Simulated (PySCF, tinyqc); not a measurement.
Inside a calculation. Method: RHF in the 6-31g basis, for H3+, spin multiplicity 1. The lowest restricted solution is unstable here: a spin-polarised one lies 0.0001 hartree lower (PySCF). One step of it, computed by the program tinyqc.

Problem. Iteration 2: building the Fock matrix. J_ij = sum D_kl (ij|kl), K_ij = sum D_kl (ik|jl); F = H + J - 0.5 K; E = tr D H + tr D J / 2 - 0.25 tr D K + E_nn.

D after iteration 1:
```
          1H 1s     1H 2s     2H 1s     2H 2s     3H 1s     3H 2s
1H 1s  0.221994  0.253692  0.144779  0.080219  0.144690  0.080208
1H 2s  0.253692  0.289917  0.165452  0.091674  0.165351  0.091661
2H 1s  0.144779  0.165452  0.094422  0.052317  0.094364  0.052310
2H 2s  0.080219  0.091674  0.052317  0.028988  0.052285  0.028984
3H 1s  0.144690  0.165351  0.094364  0.052285  0.094306  0.052278
3H 2s  0.080208  0.091661  0.052310  0.028984  0.052278  0.028980
```

core Hamiltonian H = T + V (hartree):
```
           1H 1s      1H 2s      2H 1s      2H 2s      3H 1s      3H 2s
1H 1s  -1.213725  -1.107815  -0.430464  -0.674565  -0.429914  -0.674202
1H 2s  -1.107815  -1.266527  -0.624685  -0.910164  -0.624302  -0.909852
2H 1s  -0.430464  -0.624685  -0.992897  -0.964542  -0.022781  -0.185832
2H 2s  -0.674565  -0.910164  -0.964542  -1.089482  -0.185806  -0.432442
3H 1s  -0.429914  -0.624302  -0.022781  -0.185806  -0.992671  -0.964402
3H 2s  -0.674202  -0.909852  -0.185832  -0.432442  -0.964402  -1.089350
```

Two-electron integrals (ij|kl) in chemists' order, unique and non-zero (hartree):
```
(11|11) 1.076566   (21|11) 0.578470   (21|21) 0.329423   (22|11) 0.587396
(22|21) 0.361304   (22|22) 0.453150   (31|11) 0.148446   (31|21) 0.087406
(31|22) 0.100516   (31|31) 0.033685   (32|11) 0.201932   (32|21) 0.126963
(32|22) 0.164700   (32|31) 0.054093   (32|32) 0.103443   (33|11) 0.473862
(33|21) 0.306307   (33|22) 0.418922   (33|31) 0.148446   (33|32) 0.315288
(33|33) 1.076566   (41|11) 0.315288   (41|21) 0.180913   (41|22) 0.200818
(41|31) 0.054093   (41|32) 0.081022   (41|33) 0.201932   (41|41) 0.103443
(42|11) 0.375521   (42|21) 0.233671   (42|22) 0.300855   (42|31) 0.077296
(42|32) 0.137939   (42|33) 0.375521   (42|41) 0.137939   (42|42) 0.224017
(43|11) 0.306307   (43|21) 0.196555   (43|22) 0.267357   (43|31) 0.087406
(43|32) 0.180913   (43|33) 0.578470   (43|41) 0.126963   (43|42) 0.233671
(43|43) 0.329423   (44|11) 0.418922   (44|21) 0.267357   (44|22) 0.365916
(44|31) 0.100516   (44|32) 0.200818   (44|33) 0.587396   (44|41) 0.164700
(44|42) 0.300855   (44|43) 0.361304   (44|44) 0.453150   (51|11) 0.148198
(51|21) 0.087264   (51|22) 0.100361   (51|31) 0.018723   (51|32) 0.027501
(51|33) 0.065192   (51|41) 0.044348   (51|42) 0.058079   (51|43) 0.042804
(51|44) 0.062885   (51|51) 0.033585   (52|11) 0.201755   (52|21) 0.126858
(52|22) 0.164581   (52|31) 0.027523   (52|32) 0.043276   (52|33) 0.105008
(52|41) 0.064315   (52|42) 0.093474   (52|43) 0.069052   (52|44) 0.103333
(52|51) 0.053980   (52|52) 0.103329   (53|11) 0.004487   (53|21) 0.002600
(53|22) 0.002903   (53|31) 0.000751   (53|32) 0.001110   (53|33) 0.002702
(53|41) 0.001476   (53|42) 0.001961   (53|43) 0.001724   (53|44) 0.002298
(53|51) 0.000750   (53|52) 0.001110   (53|53) 0.000026   (54|11) 0.054834
(54|21) 0.033889   (54|22) 0.042465   (54|31) 0.007677   (54|32) 0.011911
(54|33) 0.028763   (54|41) 0.017537   (54|42) 0.025000   (54|43) 0.018874
(54|44) 0.027850   (54|51) 0.013572   (54|52) 0.024474   (54|53) 0.000310
(54|54) 0.006055   (55|11) 0.473652   (55|21) 0.306184   (55|22) 0.418808
(55|31) 0.065275   (55|32) 0.105059   (55|33) 0.257144   (55|41) 0.153483
(55|42) 0.231625   (55|43) 0.169265   (55|44) 0.256018   (55|51) 0.148198
(55|52) 0.315107   (55|53) 0.002702   (55|54) 0.071215   (55|55) 1.076566
(61|11) 0.315107   (61|21) 0.180810   (61|22) 0.200706   (61|31) 0.044394
(61|32) 0.064331   (61|33) 0.153449   (61|41) 0.096611   (61|42) 0.124691
(61|43) 0.099518   (61|44) 0.139567   (61|51) 0.053980   (61|52) 0.080918
(61|53) 0.001475   (61|54) 0.021238   (61|55) 0.201755   (61|61) 0.103329
(62|11) 0.375362   (62|21) 0.233575   (62|22) 0.300738   (62|31) 0.058145
(62|32) 0.093502   (62|33) 0.231582   (62|41) 0.124710   (62|42) 0.185673
(62|43) 0.150433   (62|44) 0.216294   (62|51) 0.077157   (62|52) 0.137813
(62|53) 0.001960   (62|54) 0.034168   (62|55) 0.375362   (62|61) 0.137813
(62|62) 0.223867   (63|11) 0.054853   (63|21) 0.033899   (63|22) 0.042472
(63|31) 0.013593   (63|32) 0.024487   (63|33) 0.071215   (63|41) 0.021253
(63|42) 0.034180   (63|43) 0.041587   (63|44) 0.047491   (63|51) 0.007667
(63|52) 0.011905   (63|53) 0.000310   (63|54) 0.003309   (63|55) 0.028763
(63|61) 0.017532   (63|62) 0.024994   (63|63) 0.006055   (64|11) 0.164658
(64|21) 0.101938   (64|22) 0.129724   (64|31) 0.029658   (64|32) 0.049850
(64|33) 0.128693   (64|41) 0.057611   (64|42) 0.088859   (64|43) 0.081835
(64|44) 0.110975   (64|51) 0.029617   (64|52) 0.049824   (64|53) 0.000901
(64|54) 0.013070   (64|55) 0.128693   (64|61) 0.057582   (64|62) 0.088834
(64|63) 0.013070   (64|64) 0.039535   (65|11) 0.306184   (65|21) 0.196484
(65|22) 0.267291   (65|31) 0.042859   (65|32) 0.069085   (65|33) 0.169265
(65|41) 0.099543   (65|42) 0.150462   (65|43) 0.111389   (65|44) 0.167965
(65|51) 0.087264   (65|52) 0.180810   (65|53) 0.001724   (65|54) 0.041587
(65|55) 0.578470   (65|61) 0.126858   (65|62) 0.233575   (65|63) 0.018874
(65|64) 0.081835   (65|65) 0.329423   (66|11) 0.418808   (66|21) 0.267291
(66|22) 0.365849   (66|31) 0.062967   (66|32) 0.103384   (66|33) 0.256018
(66|41) 0.139613   (66|42) 0.216342   (66|43) 0.167965   (66|44) 0.250151
(66|51) 0.100361   (66|52) 0.200706   (66|53) 0.002298   (66|54) 0.047491
(66|55) 0.587396   (66|61) 0.164581   (66|62) 0.300738   (66|63) 0.027850
(66|64) 0.110975   (66|65) 0.361304   (66|66) 0.453150
```

nuclear repulsion = 1.21383823 hartree

Give: Coulomb J; exchange K; Fock matrix F; total energy of this density.

Solution.

Coulomb J (hartree):
```
       1H 1s  1H 2s  2H 1s  2H 2s  3H 1s  3H 2s
1H 1s  1.361  0.806  0.232  0.451  0.231  0.450
1H 2s  0.806  0.960  0.376  0.646  0.376  0.646
2H 1s  0.232  0.376  0.998  0.616  0.007  0.097
2H 2s  0.451  0.646  0.616  0.796  0.097  0.280
3H 1s  0.231  0.376  0.007  0.097  0.998  0.616
3H 2s  0.450  0.646  0.097  0.280  0.616  0.796
```

exchange K (hartree):
```
       1H 1s  1H 2s  2H 1s  2H 2s  3H 1s  3H 2s
1H 1s  0.981  0.854  0.411  0.579  0.410  0.578
1H 2s  0.854  0.855  0.454  0.607  0.454  0.606
2H 1s  0.411  0.454  0.449  0.430  0.158  0.261
2H 2s  0.579  0.607  0.430  0.499  0.260  0.388
3H 1s  0.410  0.454  0.158  0.260  0.449  0.429
3H 2s  0.578  0.606  0.261  0.388  0.429  0.499
```

Fock matrix F (hartree):
```
        1H 1s   1H 2s   2H 1s   2H 2s   3H 1s   3H 2s
1H 1s  -0.344  -0.728  -0.404  -0.513  -0.404  -0.513
1H 2s  -0.728  -0.734  -0.475  -0.567  -0.475  -0.567
2H 1s  -0.404  -0.475  -0.219  -0.564  -0.095  -0.219
2H 2s  -0.513  -0.567  -0.564  -0.543  -0.219  -0.346
3H 1s  -0.404  -0.475  -0.095  -0.219  -0.219  -0.564
3H 2s  -0.513  -0.567  -0.219  -0.346  -0.564  -0.543
```

total energy of this density = -1.17889 hartree
